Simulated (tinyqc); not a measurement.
Worked calculation: configuration-coordinate model of carrier capture at a defect. Values are carried at full precision from step to step, so a last printed digit may differ when a step is redone from the rounded ones.

Two parabolas of equal curvature k in one coordinate Q: with the carrier free at the band edge, U_f = k Q^2/2; with the carrier trapped, U_t = k (Q - dQ)^2/2 - ET. ER = k dQ^2/2, Huang-Rhys factor S = ER/hw, hw = 0.0646541 sqrt(k/M) eV for k in eV/angstrom^2 and M in u. The curves cross at a height Eb = (ER - ET)^2/(4 ER) above the free minimum.

Constants: kB = 8.617333262e-05 eV/K.

Parameters, chosen for this exercise (of the size met at a deep level in Si; not measured data):
```
symbol  value  unit  meaning
ET      0.37   eV    thermal depth of the level below the band edge
ER      0.13   eV    relaxation energy
hw      0.032  eV    phonon energy of the mode
M       16     u     mass of the mode
T       300    K     temperature
nu      1e+11  1/s   attempt rate
```

## The two parabolas

Form S, k, dQ, the crossing point Qc = (ER - ET)/(k dQ), Eb, and the emission barrier Eb + ET.

S = 4.062
k = 3.9195 eV/angstrom^2
dQ = 0.2576 angstrom
Qc = -0.2377 angstrom

barriers (eV): capture 0.1108, emission 0.4808

ER < ET: the crossing lies on the far side of the free minimum (the inverted case), where tunnelling between vibrational states can matter much if Eb is well above hw.

## Optical transitions

Vertical ionisation from the trapped minimum costs ET + ER; vertical capture from the free minimum releases ET - ER (none if negative); the band has a standard deviation sqrt(S hw^2 coth(hw/2kT)) with S = ER/hw, and a full width 2.35482 times that.

energies (eV): ionisation peak 0.500, zero-phonon 0.370, emission peak 0.240

coth(hw/2kT) = 1.8170
standard deviation = 0.0869 eV
full width = 0.2047 eV

Radiative capture would peak at 0.240 eV. The optical peak exceeds the thermal depth by a factor 1.35.

## The multiphonon factor

Multiphonon factor for giving p = ET/hw phonons to the lattice: W = exp(-S (2 nb + 1)) ((nb + 1)/nb)^(p/2) I_p(x), nb = 1/(exp(hw/kT) - 1), x = 2 S sqrt(nb (nb + 1)), I_p the modified Bessel function. Classical limit: W = hw exp(-Eb/kT)/sqrt(4 pi ER kT). At T = 0: exp(-S) S^p/Gamma(p + 1).

Form p, nb, x and ln W, the classical ln W, and the capture time 1/(nu W).

p, nb, x: [11.5625, 0.4085, 6.1629]

ln W: quantum -5.367, classical -6.144

capture time = 2.14e-09 s

The quantum factor is 2.18 times the classical one at kT/hw = 0.81: the classical form serves within a factor of e.

## Emission by detailed balance

For equal degeneracies and one band-edge state, emission time = capture time x exp(ET/kT).

ET/kT = 14.312
log10 of the emission time in s = -2.45

## Checks

- Ln W for the nearest whole p against the double Poisson sum over emitted and absorbed phonons: both -5.72439.

Computed by tinyqc, a small Python program: `OMP_NUM_THREADS=1 python tinyqc.py 1481681 1481682 out.jsonl` (the numbers bound the seed that draws the inputs); one thread of a shared host (Intel(R) Xeon(R) Processor @ 2.30GHz), about 0.01 s for the whole set of steps.
